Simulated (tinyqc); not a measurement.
# Heat flow across a film from the phonon Boltzmann equation in the relaxation-time approximation, step by step

A worked calculation. Computed by tinyqc, a small Python program that keeps every step. Command: `OMP_NUM_THREADS=1 python tinyqc.py 3008205 3008206 out.jsonl slabbte walk`. One thread of a shared host (Intel(R) Xeon(R) Processor @ 2.30GHz), about 0.01 s of CPU time with the checks. Intermediate numbers are printed to about 6 digits and carried at full precision; extremes and crossings named in words are read from the listed rows.

Two black walls, hot at x = 0 and cold at x = L, emit phonons isotropically. For one free path Lambda, with tau = x/Lambda, tau_L = L/Lambda and phi = (T - T_cold)/Delta T, energy balance gives phi(tau) = (1/2) [E2(tau) + int_0^tau_L phi(s) E1(|tau - s|) ds]; E_n are the exponential integrals. The flux over the ballistic flux C v Delta T/4 is psi = 1 - 2 int_0^tau_L phi(s) E2(s) ds, and kappa_eff/kappa = (3/4) tau_L psi. kappa = C v Lambda/3 is an input, so at fixed kappa a longer free path means a smaller C v.

Inputs (values chosen for the exercise, modelled on germanium): bulk conductivity kappa = 59.3 W/(m K); film thickness L = 310 nm; wall temperature difference Delta T = 7.6 K; free path Lambda_1 = 110 nm; cells n in the small system = 5.

Free-path groups: one.

## The small linear system for Lambda_1

Cut the film into n equal cells with constant phi, collocated at the centres c_i: the kernel integrates to A_ij = |E2(|c_i - e_j|) - E2(|c_i - e_(j+1)|)|/2 for cell edges e_j, and A_ii = 1 - E2(half a cell); solve (1 - A) phi = E2(c)/2; psi = 1 - 2 sum_j phi_j [E3(e_j) - E3(e_(j+1))].

optical thickness tau_L = 2.81818

1 - A:
```
[[0.486001, -0.149353, -0.052227, -0.021974, -0.009990],
 [-0.149353, 0.486001, -0.149353, -0.052227, -0.021974],
 [-0.052227, -0.149353, 0.486001, -0.149353, -0.052227],
 [-0.021974, -0.052227, -0.149353, 0.486001, -0.149353],
 [-0.009990, -0.021974, -0.052227, -0.149353, 0.486001]]
```

right-hand side E2(c)/2: [0.243001, 0.0936474, 0.0414203, 0.0194467, 0.00945653]

flux weights E3(e_j) - E3(e_(j+1)): [0.298098, 0.109451, 0.0480037, 0.0224531, 0.0108949]

## Temperature profile and flux in the small system

In short, (1 - A) phi = b and psi = 1 - 2 sum_j w_j phi_j, with b the right-hand side and w_j the flux weights; the cells divide 0 to tau_L.

phi at the cell centres: [0.769515, 0.632715, 0.500000, 0.367285, 0.230485]

psi, small system = 0.333196

## Fine solution for Lambda_1

Use 150 and 300 cells and extrapolate psi = (4 psi(300) - psi(150))/3. The jump at the hot wall is 1 - phi there (linear extrapolation from the first two of 300 cells). Two-flux (diffusion with slip) formula: psi = 1/(1 + 3 tau_L/4).

psi for Lambda_1 = 0.314599

kappa_eff/kappa for Lambda_1 = 0.664948

jump at the wall / Delta T for Lambda_1 = 0.136816

psi, two-flux formula = 0.321168

The small system misses psi by +5.91 % and the two-flux formula by +2.1 %. Jumps at the walls and the gradient inside share Delta T.

## Conductivity, flux and boundary resistance of the film

Each group is solved on its own with 150 and 300 cells, psi = (4 psi(300) - psi(150))/3, and weighted by its share of kappa. Flux J = kappa_eff Delta T/L; apparent boundary resistance per wall (L/kappa_eff - L/kappa)/2.

kappa_eff = 39.4314 W/(m K)

kappa_eff/kappa = 0.664948

flux J = 0.966705 GW/m^2

apparent resistance per wall = 1.31705 m^2 K/GW

## Exact and approximate size effects

Two-flux: kappa_eff/kappa = sum f_i/(1 + 4 Lambda_i/(3 L)). Matthiessen with the thickness: sum f_i/(1 + Lambda_i/L). Ballistic limit: sum f_i 3 L/(4 Lambda_i).

Kappa_eff/kappa:
```
L (nm)  Boltzmann   two-flux  Matthiessen  ballistic limit
3.3     0.0218692  0.0220049    0.0291262           0.0225
11      0.0686777  0.0697674    0.0909091            0.075
28       0.156113   0.160305     0.202899         0.190909
66       0.300287   0.310345        0.375             0.45
160      0.506863   0.521739     0.592593          1.09091
440      0.737916       0.75          0.8                3
1100     0.875620   0.882353     0.909091              7.5
2800     0.947386   0.950226     0.962199          19.0909
```

The two-flux formula lies above the Boltzmann result by at most about 3.3 % (at L = 66 nm); the Matthiessen form is high by up to 33 %, since it misses the factor 3/4 of the ballistic limit. The thinnest film reaches 97 % of that limit, and the thickest, 25 Lambda_1, only 95 % of the bulk value. Rows below about 10 nm are near the phonon wavelength, where a particle picture fails.

Checks made by the program: symmetry phi(tau) + phi(tau_L - tau) = 1 (relative difference below 1e-10); thick-film limit psi = 1/(3 tau_L/4 + 1.0657) at tau_L = 20 (relative difference 2e-04).
